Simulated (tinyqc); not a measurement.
# Cell and bit-line capacitance from two signals

Question. In a DRAM a freshly written one gives the bit-line signal (Vd/2) Cs/(Cs + Cb). Find Cs and Cb.

Values chosen for this exercise: array voltage Vd = 1.1 V.

signal of a fresh one without and with 20 fF added to the bit line (mV): [64.705882, 54.098361]

Solution. (Vd/2)/signal = 1 + Cb/Cs, and the added capacitance raises it by its ratio to Cs.

Cs = 12.0 fF
Cb = 90.0 fF

Computed by the program tinyqc: `OMP_NUM_THREADS=1 python tinyqc.py 2130031 2130032 out.jsonl`, one thread of a shared Intel Xeon 2.30GHz, about 0.01 s for the whole run.
